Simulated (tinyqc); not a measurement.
n-type polysilicon, carrier trapping at grain boundaries: one step of the calculation.

One-dimensional grains of size Lg, uniform ionised doping N, monovalent traps Qt at each boundary at a depth Et below (for electrons) or above (for holes) the band edge there, abrupt depletion of width W on each side of a boundary, Boltzmann statistics. xi is the distance from the band edge at the grain centre to the Fermi level. Trapped charge Qt/(1 + exp((xi + VB - Et)/Vt)) = 2 N W, barrier VB = q N W^2/(2 eps0 eps_r).

Question. Resistivity and effective mobility. n0 = NB exp(-xi/Vt); mean density n0 (1 - 2 W/Lg) by charge balance in a partly depleted grain, and n0 (sqrt(pi)/2) erf(u)/u with u = sqrt(VB/Vt) in a fully depleted one; v = sqrt(kB T/(2 pi ms m0)); barrier resistivity Vt exp(VB/Vt)/(q fe n0 v Lg); grain resistivity (1 - 2 W/Lg)/(q n0 mug); effective mobility 1/(q mean density total resistivity).

Values chosen for this exercise; values of the order met in polycrystalline silicon:
- T = 250 K (temperature)
- NB = 2.13e19 cm^-3 (conduction-band density of states at T)
- Lg = 39 nm (grain size)
- ms = 0.41 m0 (mass for thermionic emission)
- fe = 1 (correction factor of the emission rate)
- mug = 82 cm^2/(V s) (mobility inside the grains)

Constants: q = 1.602176634e-19 C, kB = 1.380649e-23 J/K, m0 = 9.1093837015e-31 kg, Vt = kB T/q. Results are converted to the units shown.

W = 5.8617263 nm
xi = 0.042957327 V
VB = 0.077053945 V

Give: n0; mean density; v; barrier resistivity; grain resistivity; resistivity; effective mobility.

Answer.

n0 = 2.9000e18 cm^-3
mean density = 2.0283e18 cm^-3
v = 3.8352e6 cm/s
barrier resistivity = 0.11084 ohm cm
grain resistivity = 0.018357 ohm cm
resistivity = 0.12920 ohm cm
effective mobility = 23.819 cm^2/(V s)

The resistivity is 4.92 times that of a single crystal with the same N and mobility mug, and the mean density is 69.9 % of N.

Program tinyqc, `OMP_NUM_THREADS=1 python tinyqc.py 2830188 2830189 out.jsonl`; Intel Xeon 2.30GHz, shared host, one thread, about 0.01 s.
